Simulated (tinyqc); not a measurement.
Inside a calculation. Model: p-n diode, drift-diffusion by the Gummel loop with Scharfetter-Gummel fluxes.

tinyqc, about 0.1 s, one thread, Intel Xeon 2.30GHz (shared host): `OMP_NUM_THREADS=1 python tinyqc.py 2240094 2240095 out.jsonl` Printed values are rounded.

Abrupt junction at x = 0, p side from -Lp, n side to Ln, ohmic contacts. psi is counted from the intrinsic level; n = ni exp((psi - phin)/Vt), p = ni exp((phip - psi)/Vt). Contacts: p side psi = V - Vt ln(Na/ni), p = Na, n = ni^2/Na; n side psi = Vt ln(Nd/ni), n = Nd, p = ni^2/Nd. Constant mobilities, D = mu Vt, Boltzmann statistics, SRH recombination through a mid-gap level, U = (n p - ni^2)/(tp (n + ni) + tn (p + ni)). Current is positive from the p contact to the n contact.

Parameters, values chosen for the exercise; band and dielectric values close to those of gallium arsenide:
- T = 300 K (temperature)
- Eg = 1.43 eV (band gap)
- eps_r = 12.7 (relative permittivity)
- Nc = 4.48e17 cm^-3 (conduction-band density of states at T)
- Nv = 8.93e18 cm^-3 (valence-band density of states at T)
- Na = 3e16 cm^-3 (acceptor density of the p side)
- Nd = 5.1e15 cm^-3 (donor density of the n side)
- mun = 6500 cm^2/(V s) (electron mobility)
- mup = 320 cm^2/(V s) (hole mobility)
- tn = 4e-7 s (SRH lifetime of electrons)
- tp = 6e-7 s (SRH lifetime of holes)
- G = 0 cm^-3 s^-1 (uniform generation rate)
- V = 0.73 V (bias of the p contact)

Constants: q = 1.602176634e-19 C, kB = 1.380649e-23 J/K, Vt = kB T/q, eps0 = 8.8541878128e-14 F/cm where lengths are in cm. Results are converted to the units shown.

## Intrinsic density and built-in voltage

ni = sqrt(Nc Nv) exp(-Eg/(2 Vt)), Eg in volts; Vbi = Vt ln(Na Nd/ni^2).

ni = 1.948020e6 cm^-3
Vbi = 1.167046 V

## Round 1: Poisson equation

```
node  x (nm)  phin at the start (V)  phip at the start (V)
0       -510                   0.73                   0.73
1       -385                      0                   0.73
2       -276                      0                   0.73
3       -182                      0                   0.73
4       -101                      0                   0.73
5      -30.5                      0                   0.73
6       30.5                      0                   0.73
7        146                      0                   0.73
8        367                      0                   0.73
9        786                      0                   0.73
10      1580                      0                   0.73
11      3100                      0                      0
```

With phin and phip held, solve a_i (psi_(i+1) - psi_i) - a_(i-1) (psi_i - psi_(i-1)) + q w_i (p_i - n_i + C_i) = 0 for the inner nodes by Newton steps to convergence; a_i = eps0 eps_r/h_i, h_i = x_(i+1) - x_i, w_i = (h_(i-1) + h_i)/2, C = -Na or +Nd.

```
node    psi (V)  n after Poisson (cm^-3)  p after Poisson (cm^-3)
0     0.1235728              1.264927e-4                     3e16
1     0.1235734               2.320248e8              2.999941e16
2     0.1235845               2.321249e8              2.998647e16
3     0.1237780               2.338687e8              2.976287e16
4     0.1263393               2.582262e8              2.695546e16
5     0.1517347               6.896415e8              1.009308e16
6     0.2874674              1.314721e11              5.294360e13
7     0.4696356              1.510514e14              4.608103e10
8     0.5560062              4.266646e15               1.631400e9
9     0.5605552              5.087530e15               1.368170e9
10    0.5606183              5.099953e15               1.364837e9
11    0.5606185                   5.1e15              7.440748e-4
```

## Round 1: electron continuity

With psi and p held, F_i = (mun Vt/h_i) [n_(i+1) B(d_i) - n_i B(-d_i)], d_i = (psi_(i+1) - psi_i)/Vt, B(d) = d/(exp(d) - 1); solve F_i - F_(i-1) = w_i [(n_i p_i - ni^2)/den_i - G] for the new n, with den = tp (n + ni) + tn (p + ni) taken at the old n and p, h_i = x_(i+1) - x_i, w_i = (h_(i-1) + h_i)/2; phin = psi - Vt ln(n/ni).

```
node  new n (cm^-3)  phin after round 1 (V)
0       1.264927e-4               0.7300000
1        6.468844e7               0.0330198
2        1.211364e8               0.0168131
3        1.708745e8               0.0081132
4        2.327361e8               0.0026868
5        6.836154e8               0.0002269
6       1.314635e11               0.0000017
7       1.510514e14               0.0000000
8       4.266645e15               0.0000000
9       5.087528e15               0.0000000
10      5.099952e15               0.0000000
11           5.1e15               0.0000000
```

## Round 1: hole continuity

With psi and the new n held, F_i = (mup Vt/h_i) [p_(i+1) B(-d_i) - p_i B(d_i)], d_i = (psi_(i+1) - psi_i)/Vt, B(d) = d/(exp(d) - 1); solve F_i - F_(i-1) = w_i [(n_i p_i - ni^2)/den_i - G] for the new p, with den = tp (n + ni) + tn (p + ni) taken at the new n and the old p, h_i = x_(i+1) - x_i, w_i = (h_(i-1) + h_i)/2; phip = psi + Vt ln(p/ni).

```
node  new p (cm^-3)  phip after round 1 (V)
0              3e16               0.7300000
1       2.999941e16               0.7300000
2       2.998647e16               0.7300000
3       2.976287e16               0.7300000
4       2.695546e16               0.7300000
5       1.009308e16               0.7300000
6       5.294360e13               0.7300000
7       4.607259e10               0.7299953
8        1.599234e9               0.7294852
9        1.149706e9               0.7255026
10       7.527706e8               0.7146173
11      7.440748e-4               0.0000000
```

## Course of the Gummel loop

Stop when phin and phip change by less than 1e-8 V, or after 80 rounds. J = Jn at the p contact + Jp at the n contact + q sum w_i U_i - q G sum w_i over the inner nodes, which avoids differences of large majority fluxes: Jn = (q mun Vt/h_0)[n_1 B(d_0) - n_0 B(-d_0)], Jp = (q mup Vt/h_last)[p_(N-1) B(d_last) - p_N B(-d_last)], d_i = (psi_(i+1) - psi_i)/Vt, B(d) = d/(exp(d) - 1), w_i = (h_(i-1) + h_i)/2.

Course of the iteration:
```
round   J (A/cm^2)  largest change of phin, phip (V)
1      1.466188e-4                            0.0330
2      1.466188e-4                           1.60e-9
```

Converged in 2 rounds.

## Recombination and current

```
node  converged psi (V)  converged n (cm^-3)  converged p (cm^-3)
0             0.1235728          1.264927e-4                 3e16
1             0.1235734           6.468844e7          2.999941e16
2             0.1235845           1.211364e8          2.998647e16
3             0.1237780           1.708745e8          2.976287e16
4             0.1263393           2.327361e8          2.695546e16
5             0.1517347           6.836155e8          1.009308e16
6             0.2874674          1.314635e11          5.294359e13
7             0.4696356          1.510514e14          4.607258e10
8             0.5560062          4.266646e15           1.599233e9
9             0.5605552          5.087529e15           1.149705e9
10            0.5606183          5.099953e15           7.527706e8
11            0.5606185               5.1e15          7.440748e-4
```

U_i as defined. J = Jn at the p contact + Jp at the n contact + q sum w_i U_i - q G sum w_i over the inner nodes, which avoids differences of large majority fluxes: Jn = (q mun Vt/h_0)[n_1 B(d_0) - n_0 B(-d_0)], Jp = (q mup Vt/h_last)[p_(N-1) B(d_last) - p_N B(-d_last)], d_i = (psi_(i+1) - psi_i)/Vt, B(d) = d/(exp(d) - 1), w_i = (h_(i-1) + h_i)/2.

U, node 0 to 11 (cm^-3 s^-1): 0  1.617211e14  3.028410e14  4.271862e14  5.818402e14  1.709038e15  3.274392e17  7.677203e16  2.665388e15  1.916175e15  1.254617e15  0
Jn at the p contact = 1.393254e-4 A/cm^2
Jp at the n contact = 6.564045e-6 A/cm^2
recombination = 7.293679e-7 A/cm^2
generation = 0 A/cm^2
J = 1.466188e-4 A/cm^2

A 500-node mesh gives J = 1.449e-4 A/cm^2; this mesh differs from it by 1.7e-6 A/cm^2 (1.2 %).
